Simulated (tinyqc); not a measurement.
## Hot electrons in a saturated n-channel MOSFET, lucky-electron model: effect of the resistance of the lightly doped drain

Beyond pinch-off the lateral field grows as Esat cosh(y/l) over the velocity-saturated region (pseudo-two-dimensional model). Impact ionisation in this region gives the substrate current, which biases the body forward through Rsub. Currents are per width. Local-field laws: they overstate ionisation when the field peak is narrower than an energy relaxation length.

Cox = 3.9 eps0/tox, l = sqrt(3 tox xj), Esat = 2 vs/mu. Overdrive g = Vg - VT + kb Vb; Vdsat = g Esat L/(g + Esat L); Id = Cox vs (g - Vdsat); dV = Vd - Id Rd - Vdsat; Em = sqrt((dV/l)^2 + Esat^2); Isub = Id (Ai/Bi) l Em exp(-Bi/Em). Vb = Rsub Isub is solved self-consistently. Lifetime tau = (Hl/Id)(Isub/Id)^(-m); 1 year = 3.15576e7 s.

Inputs (values chosen for the exercise); values close to those of silicon n-channel devices:

| symbol | value | unit | meaning |
|---|---|---|---|
| L | 0.5 | um | channel length |
| tox | 11 | nm | oxide thickness |
| xj | 210 | nm | junction depth |
| VT | 0.61 | V | threshold |
| mu | 300 | cm^2/(V s) | effective mobility |
| vs | 1e7 | cm/s | saturation velocity |
| Ai | 2e6 | 1/cm | ionisation prefactor |
| Bi | 1.73 | MV/cm | ionisation field |
| Rsub | 3600 | ohm um | substrate resistance |
| kb | 0.25 |  | fall of VT per volt of forward body bias |
| m | 3 |  | lifetime exponent |
| Hl | 14000 | s uA/um | lifetime constant |
| Vd | 3.8 | V | drain voltage |
| Vg | 2.6 | V | gate voltage |

Constants: eps0 = 8.8541878128e-14 F/cm where lengths are in cm. Results are converted to the units shown.

Result of one run:
```
Rd (ohm um)  Id (uA/um)  Em (MV/cm)  Isub (uA/um)  Isub/Id  tau (years)
300               233.9      0.3056         2.395  0.01024        1.768
```

What becomes of these results when the resistance of the lightly doped drain Rd is changed from 300 to 1600 ohm um, all else the same?

Result of the changed run:
```
Rd (ohm um)  Id (uA/um)  Em (MV/cm)  Isub (uA/um)   Isub/Id  tau (years)
1600              233.7      0.2702         1.007  0.004307        23.76
```

The whole series:
```
Rd (ohm um)  Id (uA/um)  Em (MV/cm)  Isub (uA/um)   Isub/Id  tau (years)
0                 234.0      0.3138         2.853   0.01219        1.047
150               234.0      0.3097         2.616   0.01118        1.356
300               233.9      0.3056         2.395   0.01024        1.768
500               233.9      0.3001         2.121  0.009068        2.544
800               233.8      0.2920         1.754  0.007503        4.492
1200              233.8      0.2811         1.342  0.005740        10.04
1600              233.7      0.2702         1.007  0.004307        23.76
```

As Rd goes from 0 to 1600 ohm um, Em falls from 0.314 to 0.270 MV/cm, Isub falls from 2.85 to 1.01 uA/um and tau rises from 1.05 to 23.8 years. From the first row to the last, log10(tau) changes by 1.4: 1.4 from (Isub/Id)^(-m), which holds Em and l, and under 0.005 from 1/Id. The price is 0.374 V dropped over Rd in the last row.

Computed by the program tinyqc: `OMP_NUM_THREADS=1 python tinyqc.py 2550058 2550059 out.jsonl`, one thread of a shared Intel Xeon 2.30GHz, about 0.01 s for the whole run.
